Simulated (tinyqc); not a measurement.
# Read current of a NAND string, cells in series solved by shooting: effect of the pass voltage

Cells in series, numbered from 0 at the source line (0 V) to the bit line, each followed by a gap resistance Rg. A cell with gate Vg, threshold VT, source Vs and drain Vd passes I = 2 nf K Vt^2 [F(Vs) - F(Vd)]/(1 + th max(Vg - VT, 0)), F(V) = ln^2(1 + exp((Vg - VT - nf V)/(2 nf Vt))). The selected cell has Vg = Vr, the others Vg = Vp.

For a trial current I start at 0 V and, cell by cell, solve for the drain: sqrt(F(Vd)) = sqrt(F(Vs) - I/k), k = 2 nf K Vt^2/(1 + th max(Vg - VT, 0)), Vd = [Vg - VT - 2 nf Vt ln(exp(sqrt F) - 1)]/nf, then add I Rg. The string current is the I for which the last node reaches Vbl. The apparent threshold is the Vr at which I = Is. Background: all other cells erased (VT = Ve) or all in the highest state (VT = Vh); ratio and shift are high over erased and high minus erased. The string has 64 cells and the selected one is cell 32.

Parameters, values chosen for the exercise; values of the order met in vertical NAND strings: temperature T = 300 K; gain factor of a cell K = 19 uA/V^2; slope factor nf = 1.4; mobility reduction factor th = 0.1 1/V; resistance of the gap between cells Rg = 3.1 kohm; bit-line voltage Vbl = 0.4 V; threshold of an erased cell Ve = -2 V; threshold of the highest state Vh = 4 V; threshold of the selected cell Vx = 0.6 V; sensing current Is = 10 nA; read voltage on the selected word line Vr = 1.89 V.

Constants: q = 1.602176634e-19 C, kB = 1.380649e-23 J/K, Vt = kB T/q. Results are converted to the units shown.

Result of one run:
columns A: Vp (V); B: I, others erased (uA); C: I, others high (uA); D: ratio; E: apparent VT, erased (V); F: apparent VT, high (V); G: background shift (mV)
```
A         B       C       D       E       F      G
8.1  0.4274  0.2701  0.6319  0.5802  0.5836  3.424
```

What becomes of these results when the pass voltage Vp is changed from 8.1 to 6.6 V, all else the same?

Result of the changed run:
columns A: Vp (V); B: I, others erased (uA); C: I, others high (uA); D: ratio; E: apparent VT, erased (V); F: apparent VT, high (V); G: background shift (mV)
```
A         B       C       D       E       F      G
6.6  0.4006  0.1943  0.4851  0.5806  0.5870  6.353
```

The whole series:
columns A: Vp (V); B: I, others erased (uA); C: I, others high (uA); D: ratio; E: apparent VT, erased (V); F: apparent VT, high (V); G: background shift (mV)
```
A         B        C        D       E       F      G
4.6  0.3546  0.03503  0.09880  0.5815  0.6189  37.44
5.1  0.3675  0.08416   0.2290  0.5812  0.5996  18.39
5.6  0.3794   0.1261   0.3323  0.5810  0.5927  11.73
6.1  0.3904   0.1625   0.4161  0.5808  0.5892  8.364
6.6  0.4006   0.1943   0.4851  0.5806  0.5870  6.353
7.1  0.4102   0.2225   0.5425  0.5805  0.5855  5.032
7.6  0.4191   0.2476   0.5909  0.5803  0.5844  4.105
8.1  0.4274   0.2701   0.6319  0.5802  0.5836  3.424
```

As Vp goes from 4.6 to 8.1 V, the current with erased neighbours rises from 0.355 to 0.427 uA, that with high neighbours rises from 0.0350 to 0.270 uA and the ratio rises from 0.0988 to 0.632. The background shift falls from 37.4 to 3.42 mV. A higher pass voltage also disturbs erased cells more, which this model leaves out.

tinyqc, about 0.7 s, one thread, Intel Xeon 2.30GHz (shared host): `OMP_NUM_THREADS=1 python tinyqc.py 2142008 2142009 out.jsonl`
